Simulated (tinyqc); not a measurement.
# Heisenberg spin cluster by exact diagonalisation: multiplets, susceptibility, level crossings, step by step

A worked calculation. Computed by tinyqc, a small Python program that keeps every step. Command: `OMP_NUM_THREADS=1 python tinyqc.py 3015582 3015583 out.jsonl spincl walk`. One thread of a shared host (Intel(R) Xeon(R) Processor @ 2.30GHz), about 0.01 s of CPU time with the checks. Intermediate numbers are printed to about 6 digits and carried at full precision; extremes and crossings named in words are read from the listed rows.

H = J1 sum S_i.S_j over the bonds 1-2, 2-3, 3-4, 4-5, 5-6, 6-1 + J2 sum over 1-3, 2-4, 3-5, 4-6, 5-1, 6-2 - g mu_B B S_z; J > 0 is antiferromagnetic.

Inputs (values chosen for the exercise, for a model cluster):

| quantity | value | unit |
|---|---|---|
| exchange J1 | 2.61 | meV |
| exchange J2 | 1.9 | meV |
| g factor | 1.97 | - |
| temperature T | 6.4 | K |
| field B | 2.4 | T |

Cluster: ring of six with second neighbours J2. Spin s of each site: 0.5.

Constants: k_B = 8.617333262e-05 eV/K; mu_B = 5.7883818060e-05 eV/T.

## Multiplets

Every multiplet has one member in the block S_z = 0; diagonalise it and read the total spin from <S^2> = S (S + 1).

Levels at B = 0:

| E (meV) | total S | number of multiplets |
|---|---|---|
| -6.76500 | 0 | 1 |
| -5.42892 | 0 | 1 |
| -4.66916 | 1 | 1 |
| -4.56127 | 1 | 2 |
| -4.15500 | 0 | 2 |
| -2.61000 | 1 | 2 |
| -1.54500 | 1 | 1 |
| -0.55084 | 1 | 1 |
| 0.00000 | 2 | 2 |
| 0.20892 | 0 | 1 |
| 0.40627 | 1 | 2 |
| 1.54500 | 2 | 1 |
| 2.61000 | 2 | 2 |
| 6.76500 | 3 | 1 |

ground energy = -6.765 meV

gap to the next level = 1.33608 meV

The ground state has S = 0; the next level has S = 0. The highest spin, S = 3, lies at 6.765 meV, s^2 times the sum of all J, s the spin of a site.

## Thermal averages at zero field

Z = sum k (2S + 1) exp(-E/(k_B T)) over the table, k the number of multiplets; <S^2> likewise with the factor S (S + 1); chi T = N_A g^2 mu_B^2 <S^2>/(3 k_B) = 0.125049 g^2 <S^2> cm^3 K/mol (cgs, per mole of clusters); C = (<E^2> - <E>^2)/(k_B T)^2; entropy = ln Z + <E>/(k_B T).

<S^2> = 0.281353

chi T = 0.136541 cm^3 K/mol

heat capacity = 2.37164 k_B

entropy = 1.04628 k_B

Free spins would give <S^2> = 4.5 and the entropy 4.159 k_B; chi T is 6 % of the free value.

## Magnetisation in the field

Each multiplet splits as E - g mu_B B m; <S_z> is the Boltzmann mean. The first level crossing is at the smallest (E_S - E_0)/(g mu_B (S - S_0)) over higher spins (0 if the ground state has the highest spin).

<S_z> = 0.0479113

first crossing field = 18.3796 T

Linear response would give g mu_B B <S^2>/(3 k_B T) = 0.0465.

## Susceptibility against the Curie-Weiss form

High-temperature form: chi T = C0/(1 - theta/T), C0 = 0.125049 g^2 n s (s + 1), k_B theta = -(2/3) s (s + 1) (sum of J over bonds)/n, n = 6; a dash where T <= 1.05 theta.

theta = -26.1682 K

Against temperature:

| T (K) | chi T (cm^3 K/mol) | Curie-Weiss | chi (cm^3/mol) | C (k_B) |
|---|---|---|---|---|
| 3.0 | 2.01868e-03 | 0.22461 | 0.0006729 | 3.02043e-01 |
| 6.1 | 1.16336e-01 | 0.41284 | 0.0190714 | 2.29841e+00 |
| 11.0 | 4.21166e-01 | 0.64632 | 0.0382879 | 1.83074e+00 |
| 18.0 | 6.79621e-01 | 0.89000 | 0.0377567 | 1.30967e+00 |
| 30.0 | 9.89378e-01 | 1.16642 | 0.0329793 | 8.76989e-01 |
| 48.0 | 1.29420e+00 | 1.41335 | 0.0269625 | 4.72241e-01 |
| 76.0 | 1.55652e+00 | 1.62451 | 0.0204806 | 2.21927e-01 |
| 120.0 | 1.75835e+00 | 1.79289 | 0.0146529 | 9.71970e-02 |
| 240.0 | 1.95848e+00 | 1.96916 | 0.0081603 | 2.59485e-02 |
| 480.0 | 2.06798e+00 | 2.07096 | 0.0043083 | 6.67730e-03 |

The Curie-Weiss form is within 3 % in the last 3 rows. chi passes a maximum, at 11 K among these rows, the mark of a singlet ground state; among these rows C is largest at 6.1 K, and the gap is 15.5 K.

Checks made by the program: the trace of H and the count of states (relative difference below 1e-10).
